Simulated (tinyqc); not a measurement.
Lossy on-chip transmission line with skin effect: one step of the calculation.

A uniform line in a homogeneous dielectric: c = sqrt(er)/(c0 Z0), l = Z0 sqrt(er)/c0 (c0 = 299792458 m/s), g = w c td, w = 2 pi f. The resistance joins its limits as r = sqrt(r_dc^2 + r_hf^2), with r_dc = rho/(wd th), r_hf = kr rho/(2 delta (wd + th)), delta = sqrt(rho/(pi f mu0)), mu0 = 4 pi 1e-7 H/m; this is an interpolation, and internal inductance, up to 0.05 nH/mm at low frequency, is neglected.

Problem. Line constants. delta, r_dc, r_hf, r, l, c and g as defined.

Parameters, values chosen for the exercise: width of the strip wd = 2.8 um; thickness of the strip th = 0.66 um; resistivity rho = 2.9 uohm cm; relative permittivity er = 4.2; loss tangent td = 0.002; lossless impedance sqrt(l/c) Z0 = 50 ohm; factor for crowding and the return path kr = 2; frequency f = 1 GHz.

Give: delta; r_dc; r_hf; r; l; c; g.

Solution.

delta = 2.7103 um
r_dc = 15.693 ohm/mm
r_hf = 3.0925 ohm/mm
r = 15.994 ohm/mm
l = 0.34180 nH/mm
c = 136.72 pF/m
g = 0.0017181 S/m

r is 1.02 times r_dc; the skin depth is 4.11 of the thickness.

Computed by the program tinyqc: `OMP_NUM_THREADS=1 python tinyqc.py 2810157 2810158 out.jsonl`, one thread of a shared Intel Xeon 2.30GHz, about 0.01 s for the whole run.
